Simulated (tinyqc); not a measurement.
Donor binding, ionisation and the Mott limit: ionisation against doping.

Hydrogenic donor: Ry = (m0 q^3/(8 eps0^2 h^2)) me/eps_r^2 in eV, E0 = cc Ry, radius a = q/(8 pi eps0 eps_r E0), Mott density Nm = (0.26/a)^3. Below Nm the level sinks as Ed = E0 [1 - (N/Nm)^(1/3)]. Neutrality: Nc F12(eta) = N/(1 + 2 exp(eta + Ed/kB T)), F12(x) = (2/sqrt(pi)) int_0^infinity sqrt(u)/(1 + exp(u - x)) du.

The neutrality equation is solved with F12 in each row.

Values chosen for this exercise; band and dielectric values close to those of gallium phosphide:

| symbol | value | unit | meaning |
|---|---|---|---|
| T | 100 | K | temperature |
| eps_r | 11.1 |  | relative permittivity |
| me | 0.296 | m0 | mass in the hydrogenic formula, set independently of Nc |
| Nc | 3.46e18 | cm^-3 | conduction-band density of states at 100 K |
| cc | 1.5 |  | ratio of the true binding energy to the hydrogenic one |

Constants: q = 1.602176634e-19 C, kB = 1.380649e-23 J/K, eps0 = 8.8541878128e-12 F/m, h = 6.62607015e-34 J s, m0 = 9.1093837015e-31 kg, Vt = kB T/q. Results are converted to the units shown.

Result of one run:
```
N (cm^-3)       N/Nm  Ed (meV)  ionised (%)  ionised with Ed = E0 (%)
5.4e16     0.0071137    39.600       42.921                    27.920
```

What becomes of these results when the donor density N is changed from 5.4e16 to 8.6e15 cm^-3, all else the same?

Result of the changed run:
```
N (cm^-3)       N/Nm  Ed (meV)  ionised (%)  ionised with Ed = E0 (%)
8.6e15     0.0011329    43.918       65.316                    55.190
```

The whole series:
```
N (cm^-3)       N/Nm  Ed (meV)  ionised (%)  ionised with Ed = E0 (%)
3.4e15     4.4790e-4    45.278       77.438                    70.829
8.6e15     0.0011329    43.918       65.316                    55.190
2.2e16     0.0028982    42.039       52.999                    39.941
5.4e16     0.0071137    39.600       42.921                    27.920
1.4e17      0.018443    36.076       34.886                    18.435
3.4e17      0.044790    31.617       29.984                    12.259
8.5e17       0.11198    25.398       27.499                    7.9320
2.1e18       0.27664    17.082       27.787                    5.1127
5.4e18       0.71137    5.2615       31.626                    3.2093
```

The ionised share goes from 77.4 through a minimum of 27.5 (at N = 8.5e17 cm^-3 among the rows listed) to 31.6 %, against 70.8 to 3.21 % for a fixed level: a higher density raises EF against the level, which fills more donors, while the sinking Ed works the other way.

Range of the model: A sharp level with degeneracy 2 overstates freeze-out near Nm, where the impurity band broadens and merges with the conduction band.

tinyqc, about 0.02 s, one thread, Intel Xeon 2.30GHz (shared host): `OMP_NUM_THREADS=1 python tinyqc.py 2330023 2330024 out.jsonl`
